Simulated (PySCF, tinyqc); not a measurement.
Inside a calculation. Method: FCI on RHF in the sto-3g basis, frozen core, for BeH+, spin multiplicity 1. The lowest restricted solution is unstable here: a spin-polarised one lies 0.0000 hartree lower (PySCF). Computed by tinyqc, a small Python program that keeps every step (integrals from PySCF). Settings: charge = 1, multiplicity = 1, basis = sto-3g, method = RHF, frozen orbitals = 1, energy threshold = 1e-10, iteration cap = 64, orthogonalisation = symmetric, start = core, DIIS depth = 6, ci = FCI, davidson = 1. Command: `OMP_NUM_THREADS=1 python tinyqc.py 26938 26939 out.jsonl` (the two numbers bound the seeds that draw the settings). One thread of a shared host (Intel(R) Xeon(R) Processor @ 2.60GHz), about 0.2 s of CPU time with the checks. The early iterations of the SCF are left out here.

## One-electron integrals

Geometry (angstrom):
```
atom         x         y         z
Be    0.000000  0.000000  0.000000
H     0.000000  0.000000  1.662000
```

Basis sto-3g: exponents (1/bohr^2) and contraction coefficients of normalised primitives:
```
element  l (shell)   exponent  coefficient
Be           s (1)  30.167871     0.154329
Be           s (1)   5.495115     0.535328
Be           s (1)   1.487193     0.444635
Be           s (2)   1.314833    -0.099967
Be           s (2)   0.305539     0.399513
Be           s (2)   0.099371     0.700115
Be           p (3)   1.314833     0.155916
Be           p (3)   0.305539     0.607684
Be           p (3)   0.099371     0.391957
H            s (1)   3.425251     0.154329
H            s (1)   0.623914     0.535328
H            s (1)   0.168855     0.444635
```

Overlap, kinetic and nuclear-attraction integrals over the contracted functions; the nuclear repulsion is the sum of Za Zb / Rab.

nuclear repulsion = 1.27359136 hartree

overlap S, order 1Be 1s, 1Be 2s, 1Be 2px, 1Be 2py, 1Be 2pz, 2H 1s:
$$\begin{pmatrix}
1.000000 & 0.259517 & 0.000000 & 0.000000 & 0.000000 & 0.034276 \\
0.259517 & 1.000000 & 0.000000 & 0.000000 & 0.000000 & 0.337673 \\
0.000000 & 0.000000 & 1.000000 & 0.000000 & 0.000000 & 0.000000 \\
0.000000 & 0.000000 & 0.000000 & 1.000000 & 0.000000 & 0.000000 \\
0.000000 & 0.000000 & 0.000000 & 0.000000 & 1.000000 & 0.422962 \\
0.034276 & 0.337673 & 0.000000 & 0.000000 & 0.422962 & 1.000000
\end{pmatrix}$$

kinetic energy T (hartree), order 1Be 1s, 1Be 2s, 1Be 2px, 1Be 2py, 1Be 2pz, 2H 1s:
$$\begin{pmatrix}
6.693975 & -0.033012 & 0.000000 & 0.000000 & 0.000000 & -0.009769 \\
-0.033012 & 0.211111 & 0.000000 & 0.000000 & 0.000000 & 0.029074 \\
0.000000 & 0.000000 & 0.660592 & 0.000000 & 0.000000 & 0.000000 \\
0.000000 & 0.000000 & 0.000000 & 0.660592 & 0.000000 & 0.000000 \\
0.000000 & 0.000000 & 0.000000 & 0.000000 & 0.660592 & 0.101731 \\
-0.009769 & 0.029074 & 0.000000 & 0.000000 & 0.101731 & 0.760032
\end{pmatrix}$$

nuclear attraction V (hartree), order 1Be 1s, 1Be 2s, 1Be 2px, 1Be 2py, 1Be 2pz, 2H 1s:
$$\begin{pmatrix}
-14.879490 & -1.981875 & 0.000000 & 0.000000 & -0.011701 & -0.261241 \\
-1.981875 & -2.623527 & 0.000000 & 0.000000 & -0.112463 & -0.822650 \\
0.000000 & 0.000000 & -2.577598 & 0.000000 & 0.000000 & 0.000000 \\
0.000000 & 0.000000 & 0.000000 & -2.577598 & 0.000000 & 0.000000 \\
-0.011701 & -0.112463 & 0.000000 & 0.000000 & -2.659595 & -1.008679 \\
-0.261241 & -0.822650 & 0.000000 & 0.000000 & -1.008679 & -2.497691
\end{pmatrix}$$

core Hamiltonian H = T + V (hartree), order 1Be 1s, 1Be 2s, 1Be 2px, 1Be 2py, 1Be 2pz, 2H 1s:
$$\begin{pmatrix}
-8.185515 & -2.014888 & 0.000000 & 0.000000 & -0.011701 & -0.271009 \\
-2.014888 & -2.412416 & 0.000000 & 0.000000 & -0.112463 & -0.793576 \\
0.000000 & 0.000000 & -1.917006 & 0.000000 & 0.000000 & 0.000000 \\
0.000000 & 0.000000 & 0.000000 & -1.917006 & 0.000000 & 0.000000 \\
-0.011701 & -0.112463 & 0.000000 & 0.000000 & -1.999003 & -0.906948 \\
-0.271009 & -0.793576 & 0.000000 & 0.000000 & -0.906948 & -1.737659
\end{pmatrix}$$

## Two-electron integrals

Functions are numbered as in S; the eight-fold symmetry (ij|kl) = (ji|kl) = (kl|ij) leaves the list below.

Two-electron integrals (ij|kl) in chemists' order, unique and non-zero (hartree):
```
(11|11) 2.298831   (21|11) 0.392036   (21|21) 0.079539   (22|11) 0.570988
(22|21) 0.143041   (22|22) 0.417683   (31|31) 0.014607   (32|31) 0.021888
(32|32) 0.092265   (33|11) 0.569578   (33|21) 0.143083   (33|22) 0.417589
(33|33) 0.449859   (41|41) 0.014607   (42|41) 0.021888   (42|42) 0.092265
(43|43) 0.024249   (44|11) 0.569578   (44|21) 0.143083   (44|22) 0.417589
(44|33) 0.401360   (44|44) 0.449859   (51|51) 0.014607   (52|51) 0.021888
(52|52) 0.092265   (53|53) 0.024249   (54|54) 0.024249   (55|11) 0.569578
(55|21) 0.143083   (55|22) 0.417589   (55|33) 0.401360   (55|44) 0.401360
(55|55) 0.449859   (61|11) 0.051101   (61|21) 0.010361   (61|22) 0.018801
(61|33) 0.018676   (61|44) 0.018676   (61|51) 0.000913   (61|52) 0.001730
(61|55) 0.019059   (61|61) 0.001414   (62|11) 0.146493   (62|21) 0.037356
(62|22) 0.121947   (62|33) 0.117066   (62|44) 0.117066   (62|51) 0.004832
(62|52) 0.031792   (62|55) 0.131594   (62|61) 0.005384   (62|62) 0.057209
(63|31) 0.003114   (63|32) 0.015302   (63|53) 0.005245   (63|63) 0.004668
(64|41) 0.003114   (64|42) 0.015302   (64|54) 0.005245   (64|64) 0.004668
(65|11) 0.166119   (65|21) 0.042816   (65|22) 0.146176   (65|33) 0.137601
(65|44) 0.137601   (65|51) 0.007715   (65|52) 0.048997   (65|55) 0.163174
(65|61) 0.006391   (65|62) 0.077283   (65|65) 0.106836   (66|11) 0.317631
(66|21) 0.082320   (66|22) 0.302411   (66|33) 0.281320   (66|44) 0.281320
(66|51) 0.011373   (66|52) 0.099892   (66|55) 0.344270   (66|61) 0.012040
(66|62) 0.187117   (66|65) 0.266268   (66|66) 0.774606
```

## Orthogonalisation

S = U s U^T; symmetric (Loewdin) form X = U s^(-1/2) U^T, so that X^T S X = 1.

eigenvalues of S: [0.441356, 0.796334, 1.000000, 1.000000, 1.182704, 1.579606]

X, order 1Be 1s, 1Be 2s, 1Be 2px, 1Be 2py, 1Be 2pz, 2H 1s:
$$\begin{pmatrix}
1.027580 & -0.142721 & 0.000000 & 0.000000 & -0.008703 & 0.022253 \\
-0.142721 & 1.084935 & 0.000000 & 0.000000 & 0.070958 & -0.215029 \\
0.000000 & 0.000000 & 1.000000 & 0.000000 & 0.000000 & 0.000000 \\
0.000000 & 0.000000 & 0.000000 & 1.000000 & 0.000000 & 0.000000 \\
-0.008703 & 0.070958 & 0.000000 & 0.000000 & 1.086282 & -0.262652 \\
0.022253 & -0.215029 & 0.000000 & 0.000000 & -0.262652 & 1.142226
\end{pmatrix}$$

## Iteration 8 (converged): orbitals

converged F (hartree), order 1Be 1s, 1Be 2s, 1Be 2px, 1Be 2py, 1Be 2pz, 2H 1s:
$$\begin{pmatrix}
-4.999425 & -1.404638 & 0.000000 & 0.000000 & 0.017088 & -0.188436 \\
-1.404638 & -0.854015 & 0.000000 & 0.000000 & -0.111447 & -0.427075 \\
0.000000 & 0.000000 & -0.130424 & 0.000000 & 0.000000 & 0.000000 \\
0.000000 & 0.000000 & 0.000000 & -0.130424 & 0.000000 & 0.000000 \\
0.017088 & -0.111447 & 0.000000 & 0.000000 & -0.261467 & -0.364957 \\
-0.188436 & -0.427075 & 0.000000 & 0.000000 & -0.364957 & -0.447410
\end{pmatrix}$$

Diagonalise F' = X^T F X, C = X C', fill 2 alpha and 2 beta electrons from the bottom; D = 2 C_occ C_occ^T. Each column has its largest component positive (the first on a tie).

F' = X^T F X (hartree):
$$\begin{pmatrix}
-4.890981 & -0.705832 & 0.000000 & 0.000000 & 0.015261 & 0.009491 \\
-0.705832 & -0.512756 & 0.000000 & 0.000000 & -0.011607 & -0.280584 \\
0.000000 & 0.000000 & -0.130424 & 0.000000 & 0.000000 & 0.000000 \\
0.000000 & 0.000000 & 0.000000 & -0.130424 & 0.000000 & 0.000000 \\
0.015261 & -0.011607 & 0.000000 & 0.000000 & -0.136533 & -0.287227 \\
0.009491 & -0.280584 & 0.000000 & 0.000000 & -0.287227 & -0.223883
\end{pmatrix}$$

orbital energies (hartree): MO1 -5.002229, MO2 -0.675733, MO3 -0.255831, MO4 -0.130424, MO5 -0.130424, MO6 0.169641

coefficients C, order 1Be 1s, 1Be 2s, 1Be 2px, 1Be 2py, 1Be 2pz, 2H 1s:
$$\begin{pmatrix}
0.992965 & -0.195341 & -0.200233 & 0.000000 & 0.000000 & 0.112382 \\
0.026304 & 0.624127 & 0.745434 & 0.000000 & 0.000000 & -0.550298 \\
0.000000 & 0.000000 & 0.000000 & 0.958007 & -0.286745 & 0.000000 \\
0.000000 & 0.000000 & 0.000000 & 0.286745 & 0.958007 & 0.000000 \\
-0.001907 & 0.270752 & -0.607587 & 0.000000 & 0.000000 & -0.900906 \\
-0.002854 & 0.496147 & -0.323559 & 0.000000 & 0.000000 & 1.034185
\end{pmatrix}$$

D after iteration 8, order 1Be 1s, 1Be 2s, 1Be 2px, 1Be 2py, 1Be 2pz, 2H 1s:
$$\begin{pmatrix}
2.048277 & -0.191598 & 0.000000 & 0.000000 & -0.109565 & -0.199504 \\
-0.191598 & 0.780452 & 0.000000 & 0.000000 & 0.337867 & 0.619167 \\
0.000000 & 0.000000 & 0.000000 & 0.000000 & 0.000000 & 0.000000 \\
0.000000 & 0.000000 & 0.000000 & 0.000000 & 0.000000 & 0.000000 \\
-0.109565 & 0.337867 & 0.000000 & 0.000000 & 0.146621 & 0.268677 \\
-0.199504 & 0.619167 & 0.000000 & 0.000000 & 0.268677 & 0.492340
\end{pmatrix}$$

Within a degenerate level the vectors are fixed only up to a rotation; this is one choice.

## Convergence

Stop when the energy changes by less than 1e-10 hartree and every element of the error matrix X^T (F D S - S D F) X is below 3e-06.

Course of the cycle:
```
iteration   E (hartree)     change  largest element of the error matrix
1          -14.41456577          -                             3.08e-01
2          -14.62854195  -2.14e-01                             6.14e-02
3          -14.63407641  -5.53e-03                             1.27e-02
4          -14.63471934  -6.43e-04                             4.56e-03
5          -14.63479844  -7.91e-05                             1.35e-04
6          -14.63479850  -6.57e-08                             3.61e-05
7          -14.63479851  -5.45e-09                             2.25e-07
8          -14.63479851  -1.67e-13                             2.26e-08
```

PySCF RHF in the same basis = -14.63479851 hartree

Converged in 8 iterations.

## Integrals over molecular orbitals

(pq|rs) = sum C_ip C_jq C_kr C_ls (ij|kl), one index at a time.

one-electron integrals over orbitals h = C^T H C (hartree):
$$\begin{pmatrix}
-8.175998 & 0.168397 & 0.197706 & 0.000000 & 0.000000 & -0.070363 \\
0.168397 & -2.054430 & -0.040934 & 0.000000 & 0.000000 & 0.219429 \\
0.197706 & -0.040934 & -1.896958 & 0.000000 & 0.000000 & -0.074751 \\
0.000000 & 0.000000 & 0.000000 & -1.917006 & 0.000000 & 0.000000 \\
0.000000 & 0.000000 & 0.000000 & 0.000000 & -1.917006 & 0.000000 \\
-0.070363 & 0.219429 & -0.074751 & 0.000000 & 0.000000 & -1.644520
\end{pmatrix}$$

Two-electron integrals over orbitals (pq|rs), unique and non-zero (hartree); the lowest 1 orbital is frozen and left out:
```
(22|22) 0.480534    (32|22) -0.067447   (32|32) 0.051546    (33|22) 0.322898
(33|32) 0.033615    (33|33) 0.442945    (42|42) 0.044370    (43|42) 0.033252
(43|43) 0.049846    (44|22) 0.354033    (44|32) 0.032102    (44|33) 0.389836
(44|44) 0.449859    (52|52) 0.044370    (53|52) 0.033252    (53|53) 0.049846
(54|54) 0.024249    (55|22) 0.354033    (55|32) 0.032102    (55|33) 0.389836
(55|44) 0.401360    (55|55) 0.449859    (62|22) 0.032358    (62|32) -0.052373
(62|33) -0.018413   (62|44) -0.066172   (62|55) -0.066172   (62|62) 0.120482
(63|22) -0.056538   (63|32) 0.046461    (63|33) 0.054932    (63|44) 0.029390
(63|55) 0.029390    (63|62) -0.056570   (63|63) 0.063013    (64|42) -0.027273
(64|43) -0.010224   (64|64) 0.023626    (65|52) -0.027273   (65|53) -0.010224
(65|65) 0.023626    (66|22) 0.485057    (66|32) -0.070362   (66|33) 0.350106
(66|44) 0.357281    (66|55) 0.357281    (66|62) 0.061949    (66|63) -0.060180
(66|66) 0.524454
```

## FCI: determinants and Hamiltonian

one-electron integrals dressed by the frozen orbital, h + 2 (pq|11) - (p1|1q) (hartree), order 2, 3, 4, 5, 6:
$$\begin{pmatrix}
-1.156267 & 0.067447 & 0.000000 & 0.000000 & -0.032358 \\
0.067447 & -0.850081 & 0.000000 & 0.000000 & 0.060702 \\
0.000000 & 0.000000 & -0.794120 & 0.000000 & 0.000000 \\
0.000000 & 0.000000 & 0.000000 & -0.794120 & 0.000000 \\
-0.032358 & 0.060702 & 0.000000 & 0.000000 & -0.679991
\end{pmatrix}$$

energy of the frozen orbital, 2 h_11 + (11|11) = -14.07638937 hartree

Hartree-Fock energy = -14.63479851 hartree

Slater-Condon rules over spin orbitals, with the nuclear repulsion and the energy of the frozen orbital added and E(HF) subtracted on the diagonal. Only determinants linked to the reference directly or through others are kept (one block of an abelian symmetry group), so some states are absent.

Occupation strings over the orbitals (2 doubly, a alpha, b beta, 0 empty; spin orbitals ordered 1a 1b 2a 2b ...): 220000 2ab000 2a000b 2ba000 2b000a 202000 20a00b 200200 200020 20b00a 200002

H - E(HF) between determinants (hartree):
```
           220000     2ab000     2a000b     2ba000     2b000a     202000     20a00b     200200
220000   0.000000   0.000000   0.000000   0.000000   0.000000   0.051546  -0.052373   0.044370
2ab000   0.000000   0.148550   0.004164  -0.051546   0.052373   0.101062   0.046461   0.033252
2a000b   0.000000   0.004164   0.480799   0.052373  -0.120482   0.046461  -0.002916  -0.027273
2ba000   0.000000  -0.051546   0.052373   0.148550   0.004164  -0.101062   0.050771  -0.033252
2b000a   0.000000   0.052373  -0.120482   0.004164   0.480799  -0.046461   0.056570   0.027273
202000   0.051546   0.101062   0.046461  -0.101062  -0.046461   0.574784   0.115634   0.049846
20a00b  -0.052373   0.046461  -0.002916   0.050771   0.056570   0.115634   0.652034  -0.010224
200200   0.044370   0.033252  -0.027273  -0.033252   0.027273   0.049846  -0.010224   0.693620
200020   0.044370   0.033252  -0.027273  -0.033252   0.027273   0.049846  -0.010224   0.024249
20b00a   0.052373   0.050771   0.056570   0.046461  -0.002916  -0.115634  -0.063013   0.010224
200002   0.120482  -0.056570   0.029591   0.056570  -0.029591   0.063013   0.000522   0.023626

           200020     20b00a     200002
220000   0.044370   0.052373   0.120482
2ab000   0.033252   0.050771  -0.056570
2a000b  -0.027273   0.056570   0.029591
2ba000  -0.033252   0.046461   0.056570
2b000a   0.027273  -0.002916  -0.029591
202000   0.049846  -0.115634   0.063013
20a00b  -0.010224  -0.063013   0.000522
200200   0.024249   0.010224   0.023626
200020   0.693620   0.010224   0.023626
20b00a   0.010224   0.652034  -0.000522
200002   0.023626  -0.000522   0.996472
```

## FCI: roots

Diagonalise (each vector has its largest component positive (the first on a tie)); all determinants have Ms = 0, so triplets appear too. The lowest singlet root is the correlation energy.

lowest roots of this matrix, relative to E(HF) (hartree): [-0.032252, 0.071137, 0.125036, 0.352197, 0.444149, 0.623009, 0.634448, 0.669371]

lowest vectors, order 220000, 2ab000, 2a000b, 2ba000, 2b000a, 202000, 20a00b, 200200, 200020, 20b00a, 200002:
$$\begin{pmatrix}
0.975597 & 0.000000 & -0.107593 & 0.000000 \\
0.045144 & 0.688101 & 0.642712 & 0.079232 \\
0.020805 & -0.112727 & 0.096829 & 0.677578 \\
-0.045144 & 0.688101 & -0.642712 & 0.079232 \\
-0.020805 & -0.112727 & -0.096829 & 0.677578 \\
-0.115988 & 0.000000 & -0.343290 & 0.000000 \\
0.087024 & -0.117512 & 0.071094 & -0.186040 \\
-0.046925 & 0.000000 & -0.028525 & 0.000000 \\
-0.046925 & 0.000000 & -0.028525 & 0.000000 \\
-0.087024 & -0.117512 & -0.071094 & -0.186040 \\
-0.101320 & 0.000000 & 0.118028 & 0.000000
\end{pmatrix}$$

<S^2> of these roots: [0.000000, 2.000000, 0.000000, 2.000000, 0.000000, 2.000000, 0.000000, 0.000000]

weight of the ground state by excitation level 0, 1, 2, ...: [0.951789, 0.004942, 0.043269]

## The lowest root by the Davidson method

Start from the reference; add the residual divided by (theta - H_ii), orthogonalised, at each step.

Davidson iterations:
```
iteration  subspace  lowest Ritz value (hartree)  residual norm
1                 1                            0       1.63e-01
2                 2                  -0.03080916       2.08e-02
3                 3                  -0.03196859       1.33e-02
4                 4                  -0.03222877       3.45e-03
5                 5                  -0.03225140       8.62e-04
6                 6                  -0.03225248       6.75e-05
7                 7                  -0.03225248       2.92e-17
```
